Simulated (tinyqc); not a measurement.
Inside a calculation. Method: Hueckel theory of the pi electrons, for the molecule NC(=O)C(=O)C=O (SMILES; centres numbered as the heavy atoms are written). Computed by tinyqc, a small Python program that keeps every step. Settings: charge = 0. Command: `OMP_NUM_THREADS=1 python tinyqc.py 30404 30405 out.jsonl` (the two numbers bound the seeds that draw the settings). One thread of a shared host (Intel(R) Xeon(R) Processor @ 2.60GHz), about 0.01 s of CPU time with the checks.

## The Hueckel matrix

Centres:

| centre | z_r, pi electrons of the neutral centre | h |
|---|---|---|
| 1N | 2 | 1.720000 |
| 2C | 1 | 0.000000 |
| 3O | 1 | 0.880000 |
| 4C | 1 | 0.000000 |
| 5O | 1 | 0.880000 |
| 6C | 1 | 0.000000 |
| 7O | 1 | 0.880000 |

Bonds:

| i | j | k |
|---|---|---|
| 1 | 2 | 0.890000 |
| 2 | 3 | 1 |
| 2 | 4 | 1 |
| 4 | 5 | 1 |
| 4 | 6 | 1 |
| 6 | 7 | 1 |

H_rr = alpha + h_r beta, H_rs = k_rs beta for bonded centres.

Hueckel matrix in units of beta (H = alpha + beta A), lower triangle:
```
          1N        2C        3O        4C        5O        6C        7O
1N  1.720000
2C  0.890000  0.000000
3O  0.000000  1.000000  0.880000
4C  0.000000  1.000000  0.000000  0.000000
5O  0.000000  0.000000  0.000000  1.000000  0.880000
6C  0.000000  0.000000  0.000000  1.000000  0.000000  0.000000
7O  0.000000  0.000000  0.000000  0.000000  0.000000  1.000000  0.880000
```

## Orbitals

pi electrons, sum of z_r less the charge = 8

Diagonalise; E = alpha + x beta with beta < 0, so the largest x are filled first; degenerate levels share their electrons. P = sum n_i c_ri c_si; each orbital has its largest coefficient positive (the first on a tie).

x values: 2.466283  1.881630  1.360861  1.184718  0.074564  -0.765196  -1.842860

occupations: 2.000000  2.000000  2.000000  2.000000  0.000000  0.000000  0.000000

coefficients:
```
         MO1        MO2        MO3        MO4        MO5        MO6        MO7
1N  0.603379   0.535199   0.365293  -0.371434   0.136134   0.207689   0.128169
2C  0.505945   0.097196  -0.147405   0.223396  -0.251686  -0.579941  -0.513090
3O  0.318950   0.097038  -0.306545   0.733123   0.312484   0.352506   0.188438
4C  0.391847  -0.390478  -0.219164  -0.137887  -0.452410  -0.093580   0.643044
5O  0.247022  -0.389842  -0.455774  -0.452506   0.561695   0.056881  -0.236165
6C  0.213438  -0.442088   0.304928   0.065754  -0.343743   0.594667  -0.435785
7O  0.134553  -0.441369   0.634129   0.215786   0.426779  -0.361457   0.160047
```

charge and bond-order matrix P, lower triangle:
```
           1N         2C         3O        4C         5O        6C        7O
1N   1.843811
2C   0.440946   0.674123
3O  -0.279806   0.759532   1.485170
4C  -0.002789   0.323606   0.106369  0.746126
5O  -0.116021   0.106369  -0.302138  0.822607   1.250978
6C  -0.041713   0.069520  -0.040183  0.360730   0.112673  0.676605
7O  -0.007083  -0.040183  -0.072209  0.112673  -0.362725  0.862790  1.323187
```

## Energy, charges, bond orders

E = sum n x; q_r = z_r - P_rr; bond order p = P_rs; free valence = sqrt(3) - sum of p over the bonds of the atom.

pi energy = 8 alpha + this times beta = 13.786984

pi charges: 1N 0.156189, 2C 0.325877, 3O -0.485170, 4C 0.253874, 5O -0.250978, 6C 0.323395, 7O -0.323187

Bond orders and lengths from R = 1.517 - 0.180 p (angstrom, C-C alone):

| bond | p | R |
|---|---|---|
| 1-2 | 0.440946 | - |
| 2-3 | 0.759532 | - |
| 2-4 | 0.323606 | 1.458751 |
| 4-5 | 0.822607 | - |
| 4-6 | 0.360730 | 1.452069 |
| 6-7 | 0.862790 | - |

free valence of the carbons: 2C 0.207967, 4C 0.225107, 6C 0.508530

gap between the highest filled and the next level = 1.110154 |beta|
